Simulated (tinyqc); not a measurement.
# Gain factor and gap resistance from two string resistances

Inverse problem. At small bit-line voltage each of the 96 cells has the resistance 1/(K x) at overdrive x (no mobility reduction) in series with a gap resistance Rg. Find K, Rg and the share of the gaps at the higher overdrive.

resistance of a string of 96 equal cells at overdrives of 3.9 and 8.9 V (kohm): 2169.1466  1441.3114

Answer. The resistance per cell is a straight line in 1/x with slope 1/K and intercept Rg.

K = 19.00 uA/V^2
Rg = 9.100 kohm
share of the gaps = 60.61 %

Numbers from tinyqc (`OMP_NUM_THREADS=1 python tinyqc.py 2142264 2142265 out.jsonl`; about 0.6 s on one thread of a shared Intel Xeon 2.30GHz).
